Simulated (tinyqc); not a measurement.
Reverse leakage of an n+-p junction: diffusion, generation, trap-assisted and band-to-band tunnelling: two steps of the calculation.

One-sided abrupt junction in the depletion approximation, x from the junction (0) to W on the p side, field F = F0 (1 - x/W). Flat quasi-Fermi levels, long p side. Traps generate through SRH with both lifetimes shortened by 1 + Gamma (Hurkx enhancement, form for moderate fields); band-to-band generation is local and needs a total bending above Eg.

Parameters, values chosen for the exercise; band and dielectric values those of a made-up semiconductor:

| symbol | value | unit | meaning |
|---|---|---|---|
| T | 300 | K | temperature |
| Eg | 1.26 | eV | band gap |
| Na | 1.5e16 | cm^-3 | acceptor density of the lighter side |
| Nd | 5e19 | cm^-3 | donor density of the heavier side |
| tau | 2e-8 | s | SRH lifetime of both carriers at zero field |
| Et | 0 | eV | trap level above the intrinsic level |
| Ab | 7.6e14 | cm^-0.5 V^-2.5 s^-1 | band-to-band prefactor |
| Bb | 2.34e7 | V/cm | band-to-band field constant |
| VR | 1.2 | V | reverse bias |

Constants: q = 1.602176634e-19 C, kB = 1.380649e-23 J/K, Vt = kB T/q. Results are converted to the units shown.

Problem 1. Generation rates across the layer. u = (Vbi + VR)(1 - x/W)^2, p = Na exp(-u/Vt), n = Nd exp((u - Vbi - VR)/Vt); G0 = ni^2 (1 - exp(-VR/Vt))/(tau (n + p + 2 ni cosh(Et/Vt))); Gamma = 2 sqrt(3 pi)(F/FG) exp((F/FG)^2); trap-assisted part G0 Gamma; G_bb = Ab F^2.5 exp(-Bb/F) with F in V/cm, zero unless Vbi + VR > Eg, and counted as zero under 1 cm^-3 s^-1. 14 equal steps.

ni = 7.2105270e8 cm^-3
Vbi = 1.0809480 V
W = 503.77279 nm
F0 = 90.554634 kV/cm
FG = 368.84201 kV/cm

Give: x; F; Gamma; G0; G0 Gamma; G_bb.

Solution 1.

x, point 0 to 14 (nm): [0.00, 35.98, 71.97, 107.95, 143.94, 179.92, 215.90, 251.89, 287.87, 323.85, 359.84, 395.82, 431.81, 467.79, 503.77]
F, point 0 to 14 (kV/cm): [90.555, 84.086, 77.618, 71.150, 64.682, 58.214, 51.746, 45.277, 38.809, 32.341, 25.873, 19.405, 12.936, 6.468, 0.000]
Gamma, point 0 to 14: [1.6011, 1.4744, 1.3506, 1.2293, 1.1104, 0.99350, 0.87851, 0.76516, 0.65323, 0.54252, 0.43282, 0.32392, 0.21561, 0.10771, 0]
G0, point 0 to 14 (cm^-3 s^-1): [5.1992e5, 9.8734e10, 5.3563e15, 1.8025e16, 1.8026e16, 1.8026e16, 1.8026e16, 1.7977e16, 9.2305e15, 1.3278e14, 2.3269e12, 9.9614e10, 1.0491e10, 2.7184e9, 1.7331e9]
G0 Gamma, point 0 to 14 (cm^-3 s^-1): [8.3243e5, 1.4558e11, 7.2342e15, 2.2158e16, 2.0016e16, 1.7909e16, 1.5836e16, 1.3755e16, 6.0297e15, 7.2036e13, 1.0071e12, 3.2267e10, 2.2620e9, 2.9279e8, 0]
G_bb, point 0 to 14 (cm^-3 s^-1): [0.0000, 0.0000, 0.0000, 0.0000, 0.0000, 0.0000, 0.0000, 0.0000, 0.0000, 0.0000, 0.0000, 0.0000, 0.0000, 0.0000, 0.0000]

Problem 2. Current components. 14 equal steps.

Each current is q times the trapezoid sum of its rate; J adds J_diff; J_bb under 1e-8 of the sum is given as 0.

x, point 0 to 14 (nm): [0.00000, 35.98377, 71.96754, 107.95131, 143.93508, 179.91885, 215.90262, 251.88639, 287.87016, 323.85393, 359.83770, 395.82147, 431.80524, 467.78902, 503.77279]
G0, point 0 to 14 (cm^-3 s^-1): [5.1991700e5, 9.8733538e10, 5.3563260e15, 1.8024958e16, 1.8026317e16, 1.8026318e16, 1.8026260e16, 1.7977085e16, 9.2305084e15, 1.3277997e14, 2.3268923e12, 9.9614230e10, 1.0491013e10, 2.7184035e9, 1.7330565e9]
G0 Gamma, point 0 to 14 (cm^-3 s^-1): [8.3242897e5, 1.4557511e11, 7.2341644e15, 2.2158240e16, 2.0015692e16, 1.7909173e16, 1.5836206e16, 1.3755281e16, 6.0296594e15, 7.2035959e13, 1.0071196e12, 3.2266547e10, 2.2619837e9, 2.9278937e8, 0]
G_bb, point 0 to 14 (cm^-3 s^-1): [0, 0, 0, 0, 0, 0, 0, 0, 0, 0, 0, 0, 0, 0, 0]
J_diff = 7.6547314e-14 A/cm^2

Find: J_SRH; J_TAT; J_bb; J.

Solution 2.

J_SRH = 6.0421e-8 A/cm^2
J_TAT = 5.9389e-8 A/cm^2
J_bb = 0 A/cm^2
J = 1.1981e-7 A/cm^2

Range of the model: The n+ side is degenerate, so Vbi from Boltzmann statistics is only a guide.

Program tinyqc, `OMP_NUM_THREADS=1 python tinyqc.py 2290157 2290158 out.jsonl`; Intel Xeon 2.30GHz, shared host, one thread, about 0.01 s.
